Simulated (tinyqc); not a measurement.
Strained Delta valleys, repopulation and conductivity mass: mobility against stress.

A cubic crystal with three pairs of conduction valleys along x, y and z under uniaxial stress X along [110] (X > 0 is tension); current along [110]. Non-degenerate electrons, fixed total density, one relaxation time for all valleys and stresses, masses unchanged by strain, so the mobility goes as the mean inverse mass.

Stress s_ij = X a_i a_j with a the unit vector along [110]; strain e_ii = s11 s_ii + s12 (s_jj + s_kk), e_ij = s44 s_ij/2. Valley shift dE = Xu (n.e.n - trace(e)/3) with n the valley axis; share f proportional to exp(-dE/Vt). Inverse mass along the current d = [110]: (n.d)^2/ml + (1 - (n.d)^2)/mt; mu/mu0 = sum f (1/m) over the plain mean of 1/m. The linear estimate is 1 - pi X with pi the small-stress slope -d(mu/mu0)/dX.

Inputs (values chosen for the exercise); values close to those of silicon: temperature T = 250 K; compliance s11 = 7.6 1/TPa; compliance s12 = -2.14 1/TPa; compliance s44 = 12.4 1/TPa; shear deformation potential Xu = 9.36 eV; longitudinal mass ml = 0.906 m0; transverse mass mt = 0.189 m0.

Constants: q = 1.602176634e-19 C, kB = 1.380649e-23 J/K, Vt = kB T/q. Results are converted to the units shown.

Results:

| X (MPa) | splitting (meV) | largest share | mu/mu0 | linear estimate |
|---|---|---|---|---|
| -25 | 1.1396 | 0.33916 | 0.99374 | 0.99368 |
| -50 | 2.2792 | 0.34487 | 0.98759 | 0.98736 |
| -200 | 9.1166 | 0.37665 | 0.95343 | 0.94946 |
| -400 | 18.233 | 0.41170 | 0.91576 | 0.89891 |
| -700 | 31.908 | 0.44896 | 0.87571 | 0.82309 |
| -1000 | 45.583 | 0.47158 | 0.85139 | 0.74728 |
| -1500 | 68.375 | 0.48975 | 0.83185 | 0.62092 |
| -2500 | 113.96 | 0.49874 | 0.82219 | 0.36820 |

Estimate the missing row, X = -100 MPa.

Computed row:

| X (MPa) | splitting (meV) | largest share | mu/mu0 | linear estimate |
|---|---|---|---|---|
| -100 | 4.5583 | 0.35596 | 0.97568 | 0.97473 |

With this row back in the table: The ratio mu/mu0 falls from 0.994 to 0.822; pi = -25.3e-11 1/Pa. The linear estimate of the change is 1.009 times the computed change in the first row and 3.55 times it in the last: once the splitting is several Vt (Vt = 21.5 meV) the upper valleys are nearly empty and little is left to move. At X = -2500 MPa the stress passes 1.5 GPa, where intervalley scattering and masses change too.

Range of the model: Shear strain also changes the transverse masses of these valleys, which is left out.

Program tinyqc, `OMP_NUM_THREADS=1 python tinyqc.py 2530081 2530082 out.jsonl`; Intel Xeon 2.30GHz, shared host, one thread, about 0.01 s.
